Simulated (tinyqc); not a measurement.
Through the band inversion: Shockley state of an s-p chain by decimation.

Each site has s at -d/2 and p at +d/2: H0 = diag(-d/2, d/2). The block to the next site on the right is H1 = [[-ts, u], [-u, tp]] (rows s, p of site n; columns s, p of site n + 1). Bulk: H(k) = [[-d/2 - 2 ts cos k, 2i u sin k], [-2i u sin k, d/2 + 2 tp cos k]]. The bands are inverted at k = pi if d < 2 (ts + tp).

Parameters, chosen for this exercise: ts = 0.6 eV (s-s hopping); tp = 0.6 eV (p-p hopping); u = 1.07 eV (s-p hopping).

d = f 2 (ts + tp). Gap edges from 201 k points; levels in the gap from an open chain of 60 sites (their mean, and the weight on the two end sites summed over them, divided by their number); a dash: none.

Against d:

| f | d (eV) | top of lower band (eV) | bottom of upper band (eV) | levels in the gap | mean level (eV) | end weight |
|---|---|---|---|---|---|---|
| 0.10 | 0.240 | -1.0800 | 1.0800 | 2 | 0.0000 | 0.912 |
| 0.30 | 0.720 | -0.8400 | 0.8400 | 2 | 0.0000 | 0.838 |
| 0.50 | 1.200 | -0.6000 | 0.6000 | 2 | 0.0000 | 0.691 |
| 0.70 | 1.680 | -0.3600 | 0.3600 | 2 | 0.0000 | 0.470 |
| 0.85 | 2.040 | -0.1800 | 0.1800 | 2 | 0.0000 | 0.256 |
| 1.15 | 2.760 | -0.1800 | 0.1800 | 0 | - | - |
| 1.30 | 3.120 | -0.3600 | 0.3600 | 0 | - | - |
| 1.60 | 3.840 | -0.7200 | 0.7200 | 0 | - | - |

Levels in the gap appear for f = 0.1, 0.3, 0.5, 0.7 and 0.85 and for none of the other rows; the gap closes at f = 1. The level lies at 0.0000 eV for f = 0.1 and 0.0000 eV for f = 0.85, on the line E = d (ts - tp)/(2 (ts + tp)), and its end weight goes from 0.91 to 0.26: no shift of the surface potential is needed, the inversion alone binds it.

Run: tinyqc, `OMP_NUM_THREADS=1 python tinyqc.py 1482509 1482510 out.jsonl`; Intel(R) Xeon(R) Processor @ 2.30GHz, one thread, shared host; about 0.1 s of CPU time with all checks.
